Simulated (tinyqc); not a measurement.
Order of mass and momentum: quantum well in an electric field by finite differences.

Finite differences on points z_i at the centres of cells of width h: H_ii = (c/h^2)(1/m_(i-1/2) + 1/m_(i+1/2)) + V_i, H_(i,i+1) = -(c/h^2)/m_(i+1/2), where m_(i+1/2) is the mean of the masses at the two points (the end values are repeated outwards), psi = 0 on the points beyond both ends, c = hbar^2/2m0. The field adds e F (z - z0) with z0 the middle of the structure; 1 kV/cm = 1e-5 eV/angstrom.

Constants: hbar^2/2m0 = 3.80998211 eV angstrom^2.

Parameters, chosen for this exercise (out of a larger set: near those of an InGaAs well in InAlAs; not measured data):
- layers = ((30, 0.523, 0.0732), (60, 0, 0.0407), (30, 0.523, 0.0732)) (each layer: thickness in angstrom, band edge in eV, mass in m0)
- F = 120 kV/cm (field along z)
- hf = 0.625 angstrom (cell width of the fine grid)

Fine grid. Hermitian kinetic operators m^a p m^b p m^a with 2a + b = -1: H_ii = (c/h^2) m_i^(2a) (m_(i-1/2)^b + m_(i+1/2)^b) + V_i, H_(i,i+1) = -(c/h^2) m_i^a m_(i+1)^a m_(i+1/2)^b; BenDaniel-Duke is a = 0. The halved form has H_ii = 2c/(h^2 m_i) + V_i and H_(i,i+1) = -(c/2h^2)(1/m_i + 1/m_(i+1)). The shifts are measured against BenDaniel-Duke; the last column repeats E1 with cells of hf/4.

Levels (eV):

| operator | E1 | E2 | E1 - E1(BDD) (meV) | E1 at hf/4 |
|---|---|---|---|---|
| BenDaniel-Duke | 0.1008 | 0.4100 | 0.0 | 0.1008 |
| (1/m) p^2 + p^2 (1/m), halved | -0.1143 | -0.0014 | -215.0 | -4.7860 |
| m^(-1/2) p^2 m^(-1/2) | 0.1373 | 0.4658 | 36.5 | 0.1374 |
| m^(-1/4) p m^(-1/2) p m^(-1/4) | 0.1188 | 0.4376 | 18.1 | 0.1189 |
| one mass, the smallest | 0.1207 | 0.4548 | 20.0 | 0.1208 |

The three forms m^a p m^b p m^a span 36.5 meV in E1, 12 % of E2 - E1; they differ only at the mass steps (largest to smallest mass 1.80), where m^a psi is the continuous quantity. Dropping the mass step altogether moves E1 by +20.0 meV. Refining the grid moves the halved form by -4671.7 meV, against at most 0.08 meV for the other three: at an abrupt step it has no limit as the grid is refined.

Computed by tinyqc, a small Python program: `OMP_NUM_THREADS=1 python tinyqc.py 1250823 1250824 out.jsonl` (the numbers bound the seed that draws the inputs); one thread of a shared host (Intel(R) Xeon(R) Processor @ 2.30GHz), about 0.01 s for the whole set of steps.
